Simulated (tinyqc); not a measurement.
Coverage along the feature as the dose grows: atomic layer deposition: Langmuir saturation, growth per cycle and coating of deep features. Computed by tinyqc, a small Python program. Command: `OMP_NUM_THREADS=1 python tinyqc.py 3012218 3012219 out.jsonl ald walk`. One thread of a shared host (Intel(R) Xeon(R) Processor @ 2.30GHz), about 0.02 s of CPU time with the checks.

Precursor A sticks only on free sites, so a long enough pulse saturates; co-reactant B then frees the sites again.

Inputs (values chosen for the exercise, modelled on silicon dioxide from an aminosilane and ozone):
```
quantity,value,unit
precursor mass M,174,u
site density q,2.4,1/nm^2
sticking probability beta on free sites,0.015,-
precursor pressure p,0.54,Pa
temperature T,150,C
pulse time t,0.2,s
desorption energy E_d,1.64,eV
aspect ratio a,13,-
```

Feature: round hole.

Constants: u = 1.6605390666e-27 kg; k_B = 1.380649e-23 J/K; k_B = 8.617333262e-05 eV/K.

Method:
- Wall flux F = p/sqrt(2 pi M k_B T); rate of filling k_a = beta F/q; desorption k_d = 1e13 exp(-E_d/(k_B T)) per second. 1/m^2 = 1e-18/nm^2.
- Temperatures in kelvin are T(C) + 273.15.
- Diffusion-limited filling (Gordon) of a round hole of diameter w: a saturation front at depth z needs dz/dt = D_K n/(z (4q/w)), with Knudsen D_K = w c/3 and F = n c/4; including the entrance and floor terms, t = (q/F)(1 + 19a/4 + 3a^2/2). Reaction-limited filling needs ln(100)/k_a at any depth, k_a = beta F/q. Flow is molecular. The front picture holds when the modulus a sqrt(beta) is well above 1.
- Depth reached by the given pulse: solve the same formula for a. Exposure = p x diffusion-limited time; 1 langmuir = 1.33322e-4 Pa s.
- Continuum model with steady gas transport: d2n/dz2 = 3 beta (1 - th) n/d_h^2 (d_h the hydraulic diameter, n = 1 at the mouth, no flux at the floor, 60 cells), d th/dt = beta F n (1 - th)/q; no desorption. Times are multiples of the larger of the Gordon time and ln(100)/k_a.

diffusion-limited time = 0.144752 s

time to 99 % without desorption, ln(100)/k_a = 0.140524 s

flux F = 5243.43 1/(nm^2 s)

modulus = 1.59217

Coverage:
```
multiple,t (s),top cell,quarter depth,half depth,three quarters,floor cell
0.05,0.00724,0.207,0.116,0.063,0.038,0.031
0.10,0.01448,0.371,0.222,0.126,0.078,0.063
0.20,0.02895,0.606,0.406,0.250,0.161,0.133
0.40,0.05790,0.845,0.672,0.478,0.339,0.290
0.60,0.08685,0.939,0.830,0.665,0.519,0.462
0.80,0.11580,0.976,0.918,0.805,0.685,0.633
1.00,0.14475,0.991,0.962,0.898,0.818,0.780
1.30,0.18818,0.998,0.990,0.968,0.938,0.923
```

What follows from these numbers?

At a multiple of 0.2 the coverage is 0.61 at the top and 0.13 at the floor. The coverage falls gradually with depth, without a sharp front. In the last row the floor reaches 0.923. Caution: the modulus is not well above 1 or the Gordon time is under three times ln(100)/k_a, so there is no sharp front: the Gordon time is only a lower bound and the reaction time must be met as well.
